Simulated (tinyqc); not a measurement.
# X-ray reflectivity of a thin film on silicon: critical angles, Parratt recursion, fringes and roughness, step by step

A worked calculation. Computed by tinyqc, a small Python program that keeps every step. Command: `OMP_NUM_THREADS=1 python tinyqc.py 3121291 3121292 out.jsonl xrr walk`. One thread of a shared host (Intel(R) Xeon(R) Processor @ 2.30GHz), about 0.01 s of CPU time with the checks. Intermediate numbers are printed to about 6 digits and carried at full precision; extremes and crossings named in words are read from the listed rows.

n = 1 - delta + i beta; the classical electron radius is r_e = 2.8179403e-6 nm. Layer 0 is vacuum, 1 the film, 2 the substrate.

Inputs (values chosen for the exercise, modelled on ruthenium on silicon, copper K-alpha radiation):
```
quantity                                        value     unit
wavelength lambda                             0.15406       nm
film density rho                                   12   g/cm^3
effective electrons per unit mass, film         0.431    mol/g
beta/delta, film                                 0.09        -
film thickness d                                 59.4       nm
roughness of the surface sigma_1                 0.79       nm
roughness of the interface sigma_2               0.67       nm
substrate density                                2.33   g/cm^3
effective electrons per unit mass, substrate    0.507    mol/g
beta/delta, substrate                           0.023        -
grazing angle theta                             0.725  degrees
```

Constants: N_A = 6.02214076e+23 1/mol.

## Optical constants

delta = r_e lambda^2 rho_e/(2 pi), rho_e = density x electrons per mass x N_A; critical angle sqrt(2 delta), q_c = 4 sqrt(pi r_e rho_e).

Constants:
```
layer      rho_e (1/nm^3)        delta         beta  critical angle (degrees)  q_c (1/nm)
film              3114.65  3.31544e-05  2.98390e-06                  0.466561    0.664210
substrate          711.40  7.57263e-06  1.74170e-07                  0.222977    0.317437
```

The film is denser in electrons than the substrate, and thick enough to set the edge of total reflection.

## Critical angle of the film

The formulas are those given above.

critical angle of the film = 0.466561 degrees

## Reflectivity at one angle

k_j = (2 pi/lambda) sqrt(sin^2 theta - 2 delta_j + 2 i beta_j); r_ij = (k_i - k_j)/(k_i + k_j) x exp(-2 k_i k_j sigma^2) (Nevot-Croce); r = (r_01 + r_12 p)/(1 + r_01 r_12 p), p = exp(2 i k_1 d); R = |r|^2.

k_0, k_1, k_2 (1/nm): 0.516052  0.395189+0.012559i  0.491038+0.000590i

1000 r_01 = 102.560-12.930i

1000 r_12 = -90.6002+13.2126i

p = -0.221462+0.039269i

reflectivity R = 0.0152281

q = 4 pi sin(theta)/lambda = 1.03210 1/nm

## Fringe period, contrast and decay

Far above the critical angle the period is d theta = lambda/(2 d), or 2 pi/d in q; the envelope runs between (|r_01| - |r_12 p|)^2 and (|r_01| + |r_12 p|)^2; contrast = 2 a b/(a^2 + b^2) with a = |r_01|, b = |r_12 p|; roughness factors on the amplitudes are about exp(-q^2 sigma^2/2).

period in theta = 0.0743012 degrees

period in q = 0.105778 1/nm

contrast = 0.383219

roughness factor, surface = 0.717195

roughness factor, interface = 0.787342

## Thickness from the minima

Minima of R theta^4 are located on 6001 points over 7.5 periods, from 1.15 times the larger critical angle. With refraction, sin^2(theta_m) = 2 delta + m^2 (lambda/(2 d))^2, m integer or half-integer; the first six minima are used, and the first order is the one that minimises the largest residual of the least-squares line plus the distance of its intercept from 2 delta. Without refraction, d = lambda/(2 x mean step of sin theta).

Minima:
```
order m  theta (degrees)  sin^2 theta
4               0.555585  9.40246e-05
5               0.597751  1.08838e-04
6               0.646232  1.27208e-04
7               0.699450  1.49021e-04
8               0.756291  1.74224e-04
9               0.815918  2.02777e-04
```

d with refraction = 59.5249 nm

d without refraction = 84.7725 nm

Against d = 59.4 nm the errors are +0.21 % with and +42.71 % without refraction. The orders are integers, as r_01 and r_12 have opposite signs for a film denser than the substrate.

## Which roughness does what

R is averaged over one period above each angle (64 points); contrast = (max - min)/(max + min) of R theta^4 over that period. Cases: smooth; only sigma_1; only sigma_2; both.

Mean R and contrast:
```
theta (degrees)     R smooth  contrast   R, sigma_1  contrast, sigma_1   R, sigma_2  contrast, sigma_2      R, both  contrast, both
0.8              8.86220e-03  0.454410  4.43218e-03           0.640673  8.74238e-03           0.358240  4.28982e-03        0.525852
1.2              1.61910e-03  0.656606  4.26490e-04           0.990622  1.50086e-03           0.386625  2.88275e-04        0.778953
1.8              3.58732e-04  0.788740  7.35659e-05           0.487935  2.87730e-04           0.225078  8.67658e-06        0.993466
2.5              9.69874e-05  0.851074  2.31889e-05           0.073234  7.48295e-05           0.064655  1.01426e-07        0.875439
3.5              2.66261e-05  0.889996  7.28384e-06           0.004477  1.94763e-05           0.004177  9.72667e-11        0.375819
```

At 2.5 degrees sigma_1 alone multiplies the mean R by 0.24 and sigma_2 alone by 0.77; the contrast goes from 0.85 (smooth) to 0.07 and 0.06.

Checks made by the program: smooth bare substrate far above q_c against (q_c/2q)^4 (relative difference 1e-03).
